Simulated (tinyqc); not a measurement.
Tail temperature from the power law.

Question. When tail states hold most of the charge, the linear current goes as I = A (Vg - VT)^g with g = 2 Tt/T - 1. Find g, Tt and the tail width kB Tt.

Values chosen for this exercise:

| symbol | value | unit | meaning |
|---|---|---|---|
| T | 300 | K | temperature |

Constants: q = 1.602176634e-19 C, kB = 1.380649e-23 J/K, Vt = kB T/q. Results are converted to the units shown.

I at Vg - VT = 4.4 and 6.6 V (nA): [1314.2022, 3572.8981]

Answer. g is the slope of ln I against ln(Vg - VT).

g = 2.47
Tt = 520 K
kB Tt = 44.8 meV

Computed by the program tinyqc: `OMP_NUM_THREADS=1 python tinyqc.py 2610101 2610102 out.jsonl`, one thread of a shared Intel Xeon 2.30GHz, about 0.03 s for the whole run.
